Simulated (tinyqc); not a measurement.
Schottky barrier with interface states (Cowley-Sze model), image lowering and contact resistance: one step, computed by the program tinyqc. Command: `OMP_NUM_THREADS=1 python tinyqc.py 3015473 3015474 out.jsonl pinning walk`. One thread of a shared host (Intel(R) Xeon(R) Processor @ 2.30GHz), about 0.01 s of CPU time with the checks.

An n-type semiconductor under a metal. The barrier lies between the Schottky-Mott limit phi_M - chi and the Bardeen limit E_g - E_n, E_n being the neutrality level of the interface states; the space-charge term of the full Cowley-Sze expression is left out.

Problem. Tunnelling scale and contact resistivity. A* = 4 pi e m_e M_c k_B^2/h^3 (a simple valley count); J_s = A* T^2 exp(-phi/k_B T). E_00 = (e hbar/2) sqrt(N/(m_e eps_s eps_0)), E_0 = E_00 coth(E_00/k_B T); scaling form of the contact resistivity rho_c = (k_B/(e A* T)) exp(phi_B/E_0), which is the thermionic result when E_00 << k_B T and keeps only the leading exponential of tunnelling when E_00 >> k_B T; image lowering is left out of it.

Inputs (values chosen for the exercise, for a model semiconductor): dielectric constant eps_s = 8.61; electron mass m_e = 0.299 m_0; valleys M_c = 6; donor density N = 1.1e+16 cm^-3; temperature T = 300 K.

Pinning factor from: Moench relation.

barrier phi_B = 0.6732719 eV

Constants: k_B = 8.617333262e-05 eV/K; hbar = 1.054571817e-34 J s; m_0 = 9.1093837015e-31 kg; eps_0 = 8.8541878128e-12 F/m; e = 1.602176634e-19 C; k_B = 1.380649e-23 J/K; h = 6.62607015e-34 J s.

Give: E_00; E_00/k_B T; E_0; contact resistivity rho_c.

Solution.

E_00 = 0.001214 eV

E_00/k_B T = 0.04695

E_0 = 0.02587 eV

contact resistivity rho_c = 267.2 ohm cm^2

With the usual bounds 0.5 and 5 on E_00/k_B T the regime is thermionic emission.
